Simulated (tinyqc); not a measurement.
# Van der Pauw, Hall and four-point-probe measurements on a doped layer, step by step

Program tinyqc, `OMP_NUM_THREADS=1 python tinyqc.py 2850217 2850218 out.jsonl`; Intel Xeon 2.30GHz, shared host, one thread, about 0.01 s. Printed values are rounded.

A uniform n-type layer with sheet resistance Rs = 1/(q ns mu), point contacts, low field (mu B small).

Parameters, values chosen for the exercise:
- ns = 7.5e13 cm^-2 (sheet density of the layer)
- mu = 490 cm^2/(V s) (drift mobility)
- rH = 1.18 (Hall factor)
- B = 2 T (magnetic field)
- I = 10 uA (current)
- ar = 1.84 (side ratio a/b of a rectangular sample with corner contacts)
- t = 300 nm (thickness of the layer)

Constants: q = 1.602176634e-19 C. Results are converted to the units shown.

## Resistances and Hall voltage

Rs = 1/(q ns mu). For a rectangle with contacts at the corners, RA = (8 Rs/pi) sum_(k>=0) ln coth((2k + 1) pi a/(2 b)) with current along a short side b and voltage along the opposite one, RB the same with a and b exchanged; Hall voltage VH = rH B I/(q ns), negative for electrons.

Rs = 169.837 ohm/square
RA = 2.67027 ohm
RB = 163.941 ohm
VH = -0.196399 mV

RB/RA = 61.4; for a square both equal Rs ln 2/pi = 37.5 ohm.

## Starting value

z = 2 ln 2/(pi (RA + RB)), exact for RA = RB.

z at the start = 2.64851 mS

## Iteration 1: new z

The van der Pauw equation exp(-pi RA z) + exp(-pi RB z) = 1 is solved for z = 1/Rs: e1 = exp(-pi RA z), e2 = exp(-pi RB z), f = e1 + e2 - 1, f' = -pi (RA e1 + RB e2), z(new) = z - f/f'.

e1 = 0.978027
e2 = 0.255617
f = 0.233644
f' = -0.139856 kohm
z after iteration 1 = 4.31911 mS

## Iteration 2: new z

As before.

e1 = 0.964416
e2 = 0.108122
f = 0.0725381
f' = -0.0637771 kohm
z after iteration 2 = 5.45648 mS

## Course of the iteration

Stop when the step is below 1e-10 mS, or after 40 iterations.

Course of the iteration:
```
iteration  z before the step (mS)  step (mS)
1                         2.64851       1.67
2                         4.31911       1.14
3                         5.45648      0.396
4                         5.85241     0.0353
5                         5.88775    2.48e-4
6                         5.88800    1.20e-8
7                         5.88800          0
```

Converged in 7 iterations.

## Sheet density, mobility and bulk values

converged z = 5.88800 mS

Rs = 1/z; Hall sheet density B I/(q |VH|); Hall mobility |VH|/(Rs B I); true values ns = rH times the Hall density, mu = Hall mobility/rH; bulk density ns/t, resistivity Rs t; correction factor F = Rs/[(pi/ln 2)(RA + RB)/2].

Rs = 169.837 ohm/square
Hall sheet density = 6.35593e13 cm^-2
Hall mobility = 578.2 cm^2/(V s)
ns = 7.5e13 cm^-2
mu = 490 cm^2/(V s)
bulk density = 2.5e18 cm^-3
resistivity = 0.00509511 ohm cm
F = 0.449815

Taking the mean of RA and RB without F would overstate Rs by 120 %.
